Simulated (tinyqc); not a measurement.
On-chip interconnect, size-dependent resistivity and RC delay: one step of the calculation.

A rectangular line between two neighbours and two ground planes. Surface and grain-boundary scattering are added to the bulk resistivity as corrections; capacitances are parallel-plate values without fringing; inductance is ignored.

Problem. Node voltages after a time step. A 1 V step is applied behind Rd at t = 0. C dv/dt = -G v + b, with G the conductance matrix of the ladder (1/Rs between neighbours, 1/Rd added at node 0) and b = (1 V/Rd, 0, ...). Trapezoidal step: (C/dt + G/2) v(new) = (C/dt - G/2) v + b.

Inputs (values chosen for the exercise):
```
symbol  value  unit            meaning
Rd      16000   ohm  driver resistance
dt        2.7    ps          time step
```

Rs = 408.27994 ohm

| node | C (fF) | v at t = 1 dt (V) |
|---|---|---|
| 0 | 0.070150168 | 0.23343792 |
| 1 | 0.14030034 | 0.19331218 |
| 2 | 0.14030034 | 0.16138886 |
| 3 | 0.14030034 | 0.13631343 |
| 4 | 0.14030034 | 0.11702191 |
| 5 | 0.14030034 | 0.10269574 |
| 6 | 0.14030034 | 0.09272705 |
| 7 | 0.23015017 | 0.08669286 |

Find: v at t = 2 dt.

Solution.

| node | v at t = 2 dt (V) |
|---|---|
| 0 | 0.25676 |
| 1 | 0.25885 |
| 2 | 0.25553 |
| 3 | 0.24934 |
| 4 | 0.24218 |
| 5 | 0.23535 |
| 6 | 0.22980 |
| 7 | 0.22613 |

Range of the model: The metal width is under the mean free path, where the thick-limit surface term and the simple sum of corrections lose accuracy.

Program tinyqc, `OMP_NUM_THREADS=1 python tinyqc.py 2100019 2100020 out.jsonl`; Intel Xeon 2.30GHz, shared host, one thread, about 0.01 s.
